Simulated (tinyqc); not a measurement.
Read current of a NAND string, cells in series solved by shooting: one step of the calculation.

Cells in series, numbered from 0 at the source line (0 V) to the bit line, each followed by a gap resistance Rg. A cell with gate Vg, threshold VT, source Vs and drain Vd passes I = 2 nf K Vt^2 [F(Vs) - F(Vd)]/(1 + th max(Vg - VT, 0)), F(V) = ln^2(1 + exp((Vg - VT - nf V)/(2 nf Vt))). The selected cell has Vg = Vr, the others Vg = Vp.

Question. Node voltages for a trial current. For a trial current I start at 0 V and, cell by cell (the selected one is cell 2), solve for the drain: sqrt(F(Vd)) = sqrt(F(Vs) - I/k), k = 2 nf K Vt^2/(1 + th max(Vg - VT, 0)), Vd = [Vg - VT - 2 nf Vt ln(exp(sqrt F) - 1)]/nf, then add I Rg.

Parameters, values chosen for the exercise; values of the order met in vertical NAND strings: temperature T = 358 K; gain factor of a cell K = 19 uA/V^2; slope factor nf = 1.5; mobility reduction factor th = 0.02 1/V; resistance of the gap between cells Rg = 4.5 kohm; bit-line voltage Vbl = 0.7 V; pass voltage Vp = 5.9 V; read voltage on the selected word line Vr = 2.64 V.

Constants: q = 1.602176634e-19 C, kB = 1.380649e-23 J/K, Vt = kB T/q. Results are converted to the units shown.

first trial current = 2.7 uA
thresholds from the source end, cell 0 to 4 (V): 4.1  -1.8  1.1  4.1  -1.8

Wanted: node voltage after each cell and gap, trial 1.

Answer.

node voltage after each cell and gap, trial 1, cell 0 to 4 (V): 0.09693  0.1308  0.2596  0.3826  0.4179

Computed by the program tinyqc: `OMP_NUM_THREADS=1 python tinyqc.py 2142273 2142274 out.jsonl`, one thread of a shared Intel Xeon 2.30GHz, about 0.7 s for the whole run.
